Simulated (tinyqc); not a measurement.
From results to parameters: two-site tight-binding chain. Computed by the program tinyqc.

Problem. A two-site chain has site energies +delta (A) and -delta (B) and hoppings t1 > t2 > 0, so E = +/- sqrt(delta^2 + |t1 + t2 exp(-ika)|^2). Find delta, t1 and t2.

upper band at k = 0 = 5.015665 eV
upper band at the zone edge = 1.621142 eV
weight of the upper band on site A at the zone edge = 0.870110

Solution. The weight on A is (1 + delta/E)/2, which gives delta; then t1 + t2 = sqrt(E(0)^2 - delta^2) and t1 - t2 = sqrt(E(edge)^2 - delta^2).

delta, t1, t2 (eV): 1.200  2.980  1.890
